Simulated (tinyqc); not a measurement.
Worked calculation: four-point probe, van der Pauw, Hall and spreading-resistance readings of a semiconductor layer. Computed by tinyqc, a small Python program that keeps every step. Command: `OMP_NUM_THREADS=1 python tinyqc.py 3114096 3114097 out.jsonl probe walk`. One thread of a shared host (Intel(R) Xeon(R) Processor @ 2.30GHz), about 0.01 s of CPU time with the checks. Intermediate numbers are printed to about 5 digits and carried at full precision; extremes and crossings named in words are read from the listed rows.

The layer is uniform and ohmic; contacts are points unless a radius is given.

Inputs (values chosen for the exercise, modelled on p-type silicon):

| quantity | value | unit |
|---|---|---|
| carrier density n | 2.1e+18 | 1/cm^3 |
| drift mobility mu | 74.6 | cm^2/(V s) |
| layer thickness t | 23 | micrometre |
| probe spacing s | 0.635 | mm |
| current I | 0.7 | mA |
| side ratio a/b of the van der Pauw rectangle | 1.2 | - |
| magnetic field B | 0.51 | T |
| Hall factor r_H | 0.73 | - |
| wafer diameter over spacing D/s | 16 | - |

Backing of the layer: insulating.

Constants: e = 1.602176634e-19 C.

## Resistivity and sheet resistance

rho = 1/(e n mu); R_s = rho/t.

resistivity rho = 0.039841 ohm cm

sheet resistance R_s = 17.322 ohm/square

## Four-point voltage

Collinear probes with equal spacing on a layer with insulating backing: images at depth 2 m t give V = (rho I/(2 pi s)) G, G = 1 + 4 sum_(m>=1) [1/sqrt(1 + (2 m u)^2) - 1/sqrt(4 + (2 m u)^2)], u = t/s; the sum runs to m = 20000, with the tail 3/(32 u^3 M^2) added to the sum for M = 20000. Limits: thick, rho = 2 pi s V/I; thin on an insulator, rho = (pi/ln 2) t V/I.

t/s = 0.036220

G = 38.274

voltage V = 2.6753 mV

rho by the thick formula = 1.5249 ohm cm

rho by the thin formula = 0.039841 ohm cm

The thick formula is off by +3727.4 % and the thin one by 0.0 %.

## Thickness correction

The last two columns give rho(formula)/rho for rho = 2 pi s V/I and rho = (pi/ln 2) t V/I.

Correction against t/s:

| t/s | G | thick formula | thin formula |
|---|---|---|---|
| 0.1 | 13.863 | 13.863 | 1.0000 |
| 0.2 | 6.931 | 6.931 | 1.0000 |
| 0.3 | 4.621 | 4.621 | 1.0000 |
| 0.5 | 2.780 | 2.780 | 1.0026 |
| 0.7 | 2.017 | 2.017 | 1.0187 |
| 1.0 | 1.504 | 1.504 | 1.0852 |
| 1.5 | 1.197 | 1.197 | 1.2955 |
| 2.0 | 1.094 | 1.094 | 1.5781 |
| 3.0 | 1.031 | 1.031 | 2.2304 |
| 5.0 | 1.007 | 1.007 | 3.6319 |

The thin formula holds to 1 % up to t/s = 0.5 and the thick one holds to 1 % from t/s = 5.

## Finite wafer

For a thin circular wafer probed at its centre, R_s = C V/I with C = pi/(ln 2 + ln[((D/s)^2 + 3)/((D/s)^2 - 3)]).

factor C = 4.3841

error if pi/ln 2 is used = 3.3815 %

## The two van der Pauw resistances

Thin rectangle with point contacts at the corners; for R_B current and voltage contacts lie along the two sides of length a, for R_A along those of length b: exp(-pi R_A/R_s) = (theta_4/theta_3)^4, exp(-pi R_B/R_s) = (theta_2/theta_3)^4 with q = exp(-pi a/b), theta_2 = 2 sum_(m>=0) q^((m + 1/2)^2), theta_3 = 1 + 2 sum_(m>=1) q^(m^2), theta_4 = 1 + 2 sum_(m>=1) (-1)^m q^(m^2).

R_A = 2.0353 ohm

R_B = 6.4815 ohm

ratio R_B/R_A = 3.1846

## Solving the van der Pauw equation

Solve exp(-pi z R_A) + exp(-pi z R_B) = 1 for z = 1/R_s by seven Newton steps from z = 2 ln 2/(pi (R_A + R_B)); f = R_s 2 ln 2/(pi (R_A + R_B)).

Steps:

| step | 1/z (ohm) | left side less 1 |
|---|---|---|
| 0 | 19.301 | 6.6188e-02 |
| 1 | 17.398 | 2.6967e-03 |
| 2 | 17.322 | 4.9354e-06 |
| 3 | 17.322 | 0 |
| 4 | 17.322 | 0 |
| 5 | 17.322 | 0 |
| 6 | 17.322 | 0 |

R_s found = 17.322 ohm/square

correction f = 0.89749

Averaging R_A and R_B without f would overstate R_s by 11.4 %.

## Hall reading

V_H = r_H I B/(e n t); apparent density n/r_H; Hall mobility r_H mu; Hall angle tan = r_H mu B (SI).

Hall voltage = 0.033677 mV

apparent density = 2.8767e+18 1/cm^3

Hall mobility = 54.458 cm^2/(V s)

tangent of the Hall angle = 0.0027774

Checks made by the program: thin limit of G, 2 ln 2/u at u = 0.02 (relative difference below 1e-10); R_s recovered (relative difference below 1e-10).
